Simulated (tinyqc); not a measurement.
# Small-signal admittance of a forward-biased p+-n diode: effect of the excess hole density at the junction edge

Holes injected into a neutral base of width wb with an ohmic contact at its end; low injection, p0 far above the equilibrium density. A small voltage v exp(i w t), w = 2 pi f, modulates the edge density by p0 v/Vt, and the small-signal density obeys Dp d2p/dx2 = (1/tau + i w) p.

L = sqrt(Dp tau); direct current J = (q Dp p0/L) coth(wb/L); k = sqrt(1 + i w tau)/L; diffusion admittance Y = (q Dp p0/Vt) k coth(k wb) = G + i w C_diff; junction capacitance C_j = sqrt(q eps0 eps_r Nd/(2 Vr)) in the depletion approximation, with the remaining barrier Vr = Vt ln(Na/p0), a rough value under forward bias; base-width modulation is left out. Measured admittance 1/[Rs + 1/(Y + i w C_j)].

Values chosen for this exercise; permittivity close to that of silicon:
```
symbol,value,unit,meaning
T,300,K,temperature
eps_r,11.7,,relative permittivity
Nd,2.4e15,cm^-3,donor density of the base
Dp,7.9,cm^2/s,hole diffusion coefficient
tau,3e-7,s,hole lifetime
wb,18,um,width of the neutral base
Na,3e19,cm^-3,acceptor density of the p+ side
Rs,0.0046,ohm cm^2,series resistance
f,2.9e5,Hz,signal frequency
```

Constants: q = 1.602176634e-19 C, kB = 1.380649e-23 J/K, Vt = kB T/q, eps0 = 8.8541878128e-14 F/cm where lengths are in cm. Results are converted to the units shown.

The same in every row: w tau = 0.5466.

Effect of the excess hole density at the junction edge:
columns A: p0 (cm^-3); B: G (S/cm^2); C: C_diff (uF/cm^2); D: C_j (uF/cm^2); E: measured G (S/cm^2); F: measured C (uF/cm^2); G: phase of the measured Y (degrees)
```
A            B         C        D         E        F      G
2e8   7.766e-6  6.289e-7  0.01730  1.234e-5  0.01730  89.98
2e9   7.766e-5  6.289e-6  0.01813  8.268e-5  0.01814  89.86
2e10  7.766e-4  6.289e-5  0.01910  7.822e-4  0.01916  88.72
2e11  0.007766  6.289e-4  0.02023  0.007772  0.02086  78.44
2e12   0.07766  0.006289  0.02159   0.07764  0.02786  33.18
2e13    0.7766   0.06289  0.02328    0.7739  0.08556  11.39
2e14     7.766    0.6289  0.02542     7.504   0.6100  8.425
```

Read the table: what changes, and by how much?

As p0 goes from 2e8 to 2e14, G rises from 7.77e-6 to 7.77 S/cm^2, C_diff rises from 6.29e-7 to 0.629 uF/cm^2 and the measured C rises from 0.0173 to 0.610 uF/cm^2. C_diff exceeds C_j for p0 = 2e13, 2e14.

Computed by the program tinyqc: `OMP_NUM_THREADS=1 python tinyqc.py 2890113 2890114 out.jsonl`, one thread of a shared Intel Xeon 2.30GHz, about 0.01 s for the whole run.
